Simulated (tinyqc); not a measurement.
Worked calculation: Haynes-Shockley experiment: drift, diffusion and decay of a minority-carrier pulse. Computed by tinyqc, a small Python program that keeps every step. Command: `OMP_NUM_THREADS=1 python tinyqc.py 3111262 3111263 out.jsonl haynes walk`. One thread of a shared host (Intel(R) Xeon(R) Processor @ 2.30GHz), about 0.01 s of CPU time with the checks. Intermediate numbers are printed to about 6 digits and carried at full precision; extremes and crossings named in words are read from the listed rows.

A thin sheet of excess carriers is made at x = 0, t = 0 in a long uniform bar; injection is low, so the pulse moves with the minority mobility.

Inputs (values chosen for the exercise, modelled on electrons in p-type silicon in a lightly doped bar):

| quantity | value | unit |
|---|---|---|
| minority mobility mu | 1290 | cm^2/(V s) |
| lifetime tau | 90 | microsecond |
| temperature T | 300 | K |
| field F | 19 | V/cm |
| distance d to the collector | 0.85 | cm |
| second distance d2 | 1.5 | cm |
| injected sheet density N0 | 4.3e+10 | 1/cm^2 |

Constants: k_B = 8.617333262e-05 eV/K.

## Transport coefficients

D = mu k_B T/e, v = mu F. Transit time d/v, diffusion length sqrt(D tau), drift length v tau, Peclet number v d/D = e F d/(k_B T).

D = 33.3491 cm^2/s

drift velocity v = 24510 cm/s

transit time d/v = 34.6797 microsecond

diffusion length = 547.852 micrometre

drift length v tau = 2.2059 cm

Peclet number = 624.710

The pulse must travel 0.385 drift lengths.

## The signal at the collector

dn(x, t) = N0/sqrt(4 pi D t) exp(-(x - v t)^2/(4 D t) - t/tau). At fixed x the signal peaks where d ln(dn)/dt = 0: a t^2 + t/2 - x^2/(4 D) = 0 with a = v^2/(4 D) + 1/tau. The full width at half maximum is found by solving dn(x, t) = peak/2 on both sides of the peak.

time of the peak t_p = 34.5817 microsecond

peak density = 2.42930e+11 1/cm^3

width at half maximum = 4.60737 microsecond

The peak comes 0.28 % before d/v, since spreading and recombination both weaken the later part of the pulse.

## Shape in time

Times are 0.7, 0.8, 0.9, 0.95, 1, 1.05, 1.1, 1.2 and 1.4 t_p.

Signal at d:

| t/t_p | t (microsecond) | dn (1/cm^3) | dn/peak |
|---|---|---|---|
| 0.70 | 24.2072 | 4.49210e+02 | 1.84914e-09 |
| 0.80 | 27.6653 | 9.76207e+07 | 4.01847e-04 |
| 0.90 | 31.1235 | 4.27440e+10 | 1.75952e-01 |
| 0.95 | 32.8526 | 1.60977e+11 | 6.62648e-01 |
| 1.00 | 34.5817 | 2.42930e+11 | 1.00000e+00 |
| 1.05 | 36.3108 | 1.67415e+11 | 6.89147e-01 |
| 1.10 | 38.0399 | 5.86330e+10 | 2.41358e-01 |
| 1.20 | 41.4980 | 1.32437e+09 | 5.45166e-03 |
| 1.40 | 48.4144 | 4.22320e+03 | 1.73844e-08 |

At 0.9 and 1.1 t_p the signal is 0.176 and 0.241 of its peak: the trailing side is the wider one.

## Simple reading of the pulse

With w the full width at half maximum: mu = d/(F t_p); D = (w d)^2/(16 ln2 t_p^3); Einstein ratio D/mu against k_B T/e.

apparent mobility = 1293.66 cm^2/(V s)

apparent D = 33.4395 cm^2/s

apparent D/mu = 25.8488 mV

error of mu = 0.283489 %

error of D = 0.271109 %

The true k_B T/e is 25.85 mV.

## Two distances

Differences remove part of the bias: mu = (d2 - d)/(F (t_p2 - t_p)). The time-integrated signal is A(x) = (N0/u) exp(x (v - u)/(2 D)), u = sqrt(v^2 + 4 D/tau); the simple lifetime is tau = (t_p2 - t_p)/ln(A(d)/A(d2)).

t_p2 = 61.0688 microsecond

mobility from two distances = 1291.59 cm^2/(V s)

area ratio A(d)/A(d2) = 1.34243

lifetime from areas = 89.9445 microsecond

Errors: mobility +0.12 % (one distance +0.28 %), lifetime -0.06 %.

## How the errors depend on the field

With w that width: mu = d/(F t_p); D = (w d)^2/(16 ln2 t_p^3). The field is scaled by the factors listed.

Errors of the simple reading:

| factor | F (V/cm) | v d/D | v^2 tau/(4 D) | error of mu (%) | error of D (%) |
|---|---|---|---|---|---|
| 0.5 | 9.5 | 312.35 | 101.3 | 0.812899 | 0.541047 |
| 0.7 | 13.3 | 437.30 | 198.6 | 0.480383 | 0.387056 |
| 1.0 | 19.0 | 624.71 | 405.3 | 0.283489 | 0.271109 |
| 1.5 | 28.5 | 937.06 | 911.9 | 0.161586 | 0.180771 |
| 2.5 | 47.5 | 1561.77 | 2533.2 | 0.083786 | 0.108457 |
| 4.0 | 76.0 | 2498.84 | 6484.9 | 0.047736 | 0.067778 |
| 7.0 | 133.0 | 4372.97 | 19860.1 | 0.025388 | 0.038726 |

The error of mu falls from 0.813 to 0.0254 %. For large v d/D it is about D/(v d) + 2 D/(v^2 tau), here 0.0254 % in the last row: one part from spreading, one from recombination.

Checks made by the program: area of the signal against its closed form (relative difference below 1e-10).
